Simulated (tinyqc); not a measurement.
Elastic trap-assisted tunnelling through a dielectric: one step of the calculation.

Emitter at x = 0 (Fermi level 0), collector at x = t (Fermi level -V), band edge U(x) = phi - F x, F = V/t. A trap at x has the energy E = U(x) - Et. With G(u) = (4/(3 F)) sqrt(mo/C) max(u, 0)^1.5, C = hbar^2/(2 m0): S1 = G(phi - E) - G(Et), S2 = G(Et) - G(phi - V - E), T1,2 = exp(-S1,2). The steady rate through one trap is nu T1 T2 (f1 - f2)/(T1 + T2), f1 = f(E), f2 = f(E + V), f(y) = 1/(1 + exp(y/Vt)); both contacts offer states at E.

Task. Rate through a trap near the best position. n equally spaced x from xa to xb, where nearly all of the current flows; J = q Nt times the integral of the rate, by Simpson's rule.

Values chosen for this exercise; dielectric values close to those of silicon dioxide:

| symbol | value | unit | meaning |
|---|---|---|---|
| T | 300 | K | temperature |
| phi | 3.08 | eV | barrier above the emitter Fermi level |
| mo | 0.52 | m0 | tunnelling mass |
| t | 4.5 | nm | thickness |
| Et | 2.51 | eV | trap depth below the band edge of the dielectric |
| Nt | 2.2e18 | cm^-3 | trap density |
| nu | 1e14 | 1/s | attempt frequency |
| n | 11 |  | points of the grid |
| V | 2.34 | V | voltage |
| xa | 1.43 | nm | left end of the grid |
| xb | 2.46 | nm | right end of the grid |

Constants: q = 1.602176634e-19 C, kB = 1.380649e-23 J/K, hbar = 1.054571817e-34 J s, m0 = 9.1093837015e-31 kg, Vt = kB T/q, hbar^2/(2 m0) = 0.0380998212 eV nm^2. Results are converted to the units shown.

Find: x; E; S1; S2; f1 - f2; rate; J.

Result.

| point | x (nm) | E (eV) | S1 | S2 | f1 - f2 | rate (1/s) |
|---|---|---|---|---|---|---|
| 0 | 1.430 | -0.1736 | 17.92 | 29.40 | 0.9988 | 17.08 |
| 1 | 1.533 | -0.2272 | 19.30 | 28.66 | 0.9998 | 35.76 |
| 2 | 1.636 | -0.2807 | 20.69 | 27.90 | 1.000 | 76.32 |
| 3 | 1.739 | -0.3343 | 22.09 | 27.12 | 1.000 | 165.3 |
| 4 | 1.842 | -0.3878 | 23.50 | 26.32 | 1.000 | 349.0 |
| 5 | 1.945 | -0.4414 | 24.93 | 25.51 | 1.000 | 536.8 |
| 6 | 2.048 | -0.4950 | 26.36 | 24.67 | 1.000 | 300.8 |
| 7 | 2.151 | -0.5485 | 27.80 | 23.81 | 1.000 | 82.51 |
| 8 | 2.254 | -0.6021 | 29.26 | 22.94 | 1.000 | 19.58 |
| 9 | 2.357 | -0.6556 | 30.73 | 22.05 | 1.000 | 4.529 |
| 10 | 2.460 | -0.7092 | 32.20 | 21.14 | 1.000 | 1.035 |

J = 5.820e-6 A/cm^2

Range of the model: Phonon-assisted (inelastic) capture, chains of traps and a spread of trap depths are left out.

Numbers from tinyqc (`OMP_NUM_THREADS=1 python tinyqc.py 2370053 2370054 out.jsonl`; about 0.05 s on one thread of a shared Intel Xeon 2.30GHz).
